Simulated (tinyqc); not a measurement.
Regular and subregular solution with a miscibility gap: one step, computed by the program tinyqc.

Per mole of mixing sites: G(x) = x (1 - x) [L0 + L1 (1 - 2x)] + R T [x ln x + (1 - x) ln(1 - x)], x the fraction of B.

Question. First Newton step for the common tangent. G' = L0 (1 - 2x) + L1 (1 - 6x + 6x^2) + R T ln[x/(1 - x)]; G'' = -2 L0 - 6 L1 (1 - 2x) + R T/[x (1 - x)]. Common tangent: F1 = G'(x1) - G'(x2) = 0 and F2 = [G - x G'](x1) - [G - x G'](x2) = 0. Newton step: J = [[G''(x1), -G''(x2)], [-x1 G''(x1), x2 G''(x2)]], J dx = -F; a step that would leave 0 < x < 1 is halved until it stays inside. The start is x1 = s0, x2 = 1 - s0.

Inputs (values chosen for the exercise, for a model alloy): asymmetry L1 = 0 kJ/mol; temperature T = 254 K; start value s0 = 0.02.

L0 = 6.59 kJ/mol

Constants: R = 8.314462618 J/(mol K).

Give: F; J; new (x1, x2).

Answer.

F (kJ/mol): F1 -3.7853, F2 1.8926

J (kJ/mol):
```
        1        2
1  94.569  -94.569
2  -1.891   92.677
```

new (x1, x2): 0.04001  0.95999
